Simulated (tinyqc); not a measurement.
From results back to parameters: donor-acceptor pair recombination. Four cases, with inputs chosen for the exercise.

Problem. The lines of two shells were computed from hidden eps and ED + EA.

h nu = Eg - ED - EA + q/(eps R), q = e^2/(4 pi eps0); shell j lies at R = a_lat sqrt(j/2) for the same sublattice and a_lat sqrt(j/2 - 5/16) for opposite ones (on the same sublattice shells 14, 30, 46, 56, 62, ... are empty, where 2j has the form 4^a (8b + 7)); rate W = W0 exp(-2R/aD) with the donor radius aD = q/(2 eps ED). Polarisation and overlap terms, which matter for close pairs, are left out.

Constants: e^2/(4 pi eps0) = 14.39964547 eV angstrom.

Find: R; eps; ED + EA.

Method. h nu against 1/R is a line of slope q/eps and intercept Eg - ED - EA.

Case 1.

Values chosen (near those of impurities in cubic GaN; not measured data): a_lat = 4.5 angstrom (lattice constant); Eg = 3.309 eV (gap); kind = same (sublattices of donor and acceptor); j12 = (266, 2535) (two shells).

h nu (eV): 3.195935  3.175765

Solution.

R (angstrom): 51.90  160.21

eps = 9.3
ED + EA = 143 meV

Case 2.

Values chosen (near those of impurities in Si; not measured data): a_lat = 5.431 angstrom (lattice constant); Eg = 1.166 eV (gap); kind = same (sublattices of donor and acceptor); j12 = (45, 443) (two shells).

h nu (eV): 1.126171  1.094171

Solution.

R (angstrom): 25.76  80.83

eps = 11.9
ED + EA = 87 meV

Case 3.

Values chosen (near those of impurities in InP; not measured data): a_lat = 5.869 angstrom (lattice constant); Eg = 1.427 eV (gap); kind = opposite (sublattices of donor and acceptor); j12 = (4012, 5563) (two shells).

h nu (eV): 1.377054  1.376382

Solution.

R (angstrom): 262.84  309.51

eps = 12.3
ED + EA = 54 meV

Case 4.

Values chosen (near those of impurities in GaAs; not measured data): a_lat = 5.653 angstrom (lattice constant); Eg = 1.514 eV (gap); kind = same (sublattices of donor and acceptor); j12 = (7944, 10874) (two shells).

h nu (eV): 1.485758  1.485299

Solution.

R (angstrom): 356.27  416.83

eps = 12.8
ED + EA = 31 meV

Computed by tinyqc, one run a case: `OMP_NUM_THREADS=1 python tinyqc.py N N+1 out.jsonl` with N = 1251085, 1251307, 1251483, 1251554; one thread of a shared Intel(R) Xeon(R) Processor @ 2.30GHz, about 0.04 s a run at most.
